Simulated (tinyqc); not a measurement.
Changing the energy of phase 2 above phase 1, Delta E0: pressure-driven transition between two phases with analytic equations of state. Computed by tinyqc, a small Python program. Command: `OMP_NUM_THREADS=1 python tinyqc.py 3006673 3006674 out.jsonl transition sweep`. One thread of a shared host (Intel(R) Xeon(R) Processor @ 2.30GHz), about 0.01 s of CPU time with the checks.

Each phase obeys E = E0 + (9 B0 V0/h^2) {1 + [h (1 - x) - 1] exp(h (1 - x))}, P = 3 B0 (1 - x) x^-2 exp(h (1 - x)), x = (V/V0)^(1/3), h = (3/2)(B' - 1); E0 = 0 for phase 1 and Delta E0 for phase 2. H = E + P V.

Inputs (values chosen for the exercise, for two model phases):
```
quantity,value,unit
volume V0 of phase 1,9.8,angstrom^3/atom
B0 of phase 1,41.6,GPa
B' of phase 1,4.15,-
volume V0 of phase 2,8.99,angstrom^3/atom
B0 of phase 2,59.9,GPa
B' of phase 2,4.14,-
```

Equation of state: Vinet.

Constants: 1 eV/angstrom^3 = 160.2176634 GPa.

Method. If neither phase were compressed, P = Delta E0/(V0 of phase 1 - V0 of phase 2). Start from P = Delta E0/(V0 of phase 1 - V0 of phase 2); at each P solve P(V) = P for both phases and step P(new) = P - (H_2 - H_1)/(V_2 - V_1); stop when |H_2 - H_1| < 1e-10 eV. At the zero-temperature transition the volume change is V_2/V_1 - 1 and the work is P (V_1 - V_2).

One run for each value:
```
"energy of phase 2 above phase 1, Delta E0 (eV/atom)",transition pressure (GPa),rigid estimate (GPa),volume change (%),work P (V_1 - V_2) (eV/atom)
0.0021,0.425,0.415,-7.9887,0.002054
0.0032,0.655,0.633,-7.8463,0.003094
0.0047,0.977,0.930,-7.6547,0.004474
0.0070,1.492,1.385,-7.3664,0.006502
0.0100,2.204,1.978,-6.9998,0.008993
0.0150,3.500,2.967,-6.4095,0.012762
0.0230,5.915,4.549,-5.5090,0.017804
0.0340,10.159,6.725,-4.3276,0.022639
0.0510,20.644,10.088,-2.4839,0.023659
```

Over the rows, transition pressure (GPa) rises from 0.425 to 20.6 (exponent d ln y / d ln x 1.0 between the first rows and 1.7 between the last); rigid estimate (GPa) rises from 0.415 to 10.1 (exponent d ln y / d ln x about 1.0 throughout); volume change (%) rises from -7.99 to -2.48 (exponent d ln y / d ln x -0.043 between the first rows and -1.4 between the last). At the low end the exponent of transition pressure is 1.03, close to 1: the rigid estimate Delta E0/Delta V. P_t/(rigid estimate) goes from 1.022 to 2.046: the higher the pressure, the more the two volumes have changed from their values at P = 0.

Caution (rows 0.0510): the pressure is a large share of B0, where the result depends on the form of the equation of state.
